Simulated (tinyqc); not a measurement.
# Length offset and series resistance from crossing lines

Inverse problem. R_total = Rs + k (L - dL)/Vo with constant Rs, dL and k. Find k, dL and Rs.

R_total at (L, Vo) = (50, 0.42), (100, 0.42), (50, 0.97) and (100, 0.97), L in nm and Vo in V (ohm um): [818.78571, 1425.9286, 530.29897, 793.18557]

Solution. At each overdrive R is a straight line in L with slope k/Vo; the two lines cross at L = dL, R = Rs.

k = 5.100 ohm um V/nm
dL = 8.100 nm
Rs = 310.0 ohm um

Program tinyqc, `OMP_NUM_THREADS=1 python tinyqc.py 2282258 2282259 out.jsonl`; Intel Xeon 2.30GHz, shared host, one thread, about 0.03 s.
